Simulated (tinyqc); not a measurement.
Vertical double-diffused power MOSFET, components of the on-resistance: one step of the calculation.

Stripe cells of pitch Wp + a, two channels a cell. Current flows through the channels, spreads in the accumulation layer, passes the gap between the p bodies and spreads at 45 degrees into the drift layer below them. Low drain voltage, full ionisation.

Problem. Drift layer. Triangular field at breakdown with Ec = Kc N^(1/8): BV = eps0 eps_r Ec^2/(2 q N), so N = (eps0 eps_r Kc^2/(2 q BV))^(4/3); W = 2 BV/Ec; mu = mud (T/300 K)^(-bt); rho = 1/(q mu N); ideal resistance rho W.

Parameters, values chosen for the exercise; bulk values close to those of 4H silicon carbide:
- T = 400 K (temperature)
- eps_r = 9.59 (relative permittivity)
- Kc = 22600 V/cm per (cm^-3)^(1/8) (critical-field constant)
- BV = 6500 V (rated breakdown voltage of the drift layer)
- mud = 788 cm^2/(V s) (drift mobility at 300 K)
- bt = 2.2 (temperature exponent of the drift mobility)

Constants: q = 1.602176634e-19 C, eps0 = 8.8541878128e-14 F/cm where lengths are in cm. Results are converted to the units shown.

Give: drift doping N; Ec; drift thickness W; electron mobility mu at T; drift resistivity rho; ideal resistance.

Solution.

drift doping N = 1.234e15 cm^-3
Ec = 1.740 MV/cm
drift thickness W = 74.72 um
electron mobility mu at T = 418.5 cm^2/(V s)
drift resistivity rho = 12.09 ohm cm
ideal resistance = 90.30 mohm cm^2

Computed by the program tinyqc: `OMP_NUM_THREADS=1 python tinyqc.py 2230108 2230109 out.jsonl`, one thread of a shared Intel Xeon 2.30GHz, about 0.01 s for the whole run.
